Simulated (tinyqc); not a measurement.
Finite line against the semi-infinite law: electromigration in a confined line: Blech product, Korhonen stress evolution and Black's law. Computed by tinyqc, a small Python program. Command: `OMP_NUM_THREADS=1 python tinyqc.py 3002883 3002884 out.jsonl emigr walk`. One thread of a shared host (Intel(R) Xeon(R) Processor @ 2.30GHz), about 0.02 s of CPU time with the checks.

The electron wind pushes atoms from the cathode (x = 0) to the anode (x = L); blocking ends build a back stress (tension positive). The input rho is taken not to change with temperature. d sigma/dt = d/dx [kappa (d sigma/dx + G)], with zero flux at both ends and sigma = sigma_0 at t = 0.

Inputs (values chosen for the exercise, close to those used for copper lines):
```
quantity                      value          unit
resistivity rho                3.67  micro-ohm cm
atomic volume Omega            11.8    angstrom^3
effective charge number Z*      1.1             -
prefactor D0                2.5e-08         m^2/s
activation energy E           0.879            eV
effective modulus B              18           GPa
critical stress sigma_c          74           MPa
initial stress sigma_0           32           MPa
current density j                 3       MA/cm^2
line length L                    15            um
test temperature T              300             C
```

Start: thermal stress.

Constants: e = 1.602176634e-19 C; k_B = 8.617333262e-05 eV/K; k_B = 1.380649e-23 J/K.

Method:
- G = Z* e rho j/Omega; D = D0 exp(-E/(k_B T)); kappa = D B Omega/(k_B T); drift velocity of an unconfined line v = D Z* e rho j/(k_B T). SI: 1 micro-ohm cm = 1e-8 ohm m, 1 MA/cm^2 = 1e10 A/m^2.
- Temperatures in kelvin are T(C) + 273.15.
- At steady state sigma(x) = sigma_0 + G (L/2 - x). A void forms only if the cathode stress reaches sigma_c, that is if j L exceeds (j L)_c = 2 Omega (sigma_c - sigma_0)/(Z* e rho). Time scale tau = L^2/kappa.
- sigma(x, t) = sigma_0 + G L [1/2 - x/L - 4 sum_(m odd) cos(m pi x/L) exp(-m^2 pi^2 s)/(m pi)^2], s = t/tau, summed to m = 399.
- Semi-infinite line: sigma(0, t) = sigma_0 + 2 G L sqrt(s/pi). One-term form: keep m = 1 alone.

tau = 4.99220 h

stress gradient G = 16.4440 MPa/um

Cathode stress (MPa):
```
s           t (h)  full series  semi-infinite  one term
0.002  9.9844e-03        44.45          44.45     57.32
0.005  2.4961e-02        51.68          51.68     60.18
0.01   4.9922e-02        59.83          59.83     64.76
0.02   9.9844e-02        71.36          71.36     73.27
0.05   2.4961e-01        94.17          94.24     94.30
0.1    4.9922e-01       118.07         120.01    118.07
0.2    9.9844e-01       141.44         156.47    141.44
0.4    1.9969e+00       153.40         208.03    153.40
0.8    3.9938e+00       155.29         280.94    155.29
```

What follows from these numbers?

Among these rows the semi-infinite law holds to 1 % up to s = 0.05 and the one-term form from s = 0.05 on: the far end is felt once sqrt(kappa t) is no longer small against L, and by then the terms with m > 1 have nearly died out. The critical stress 74 MPa is passed between s = 0.02 and 0.05. Caution: rows beyond sigma_c are formal, since a void ends the model there.
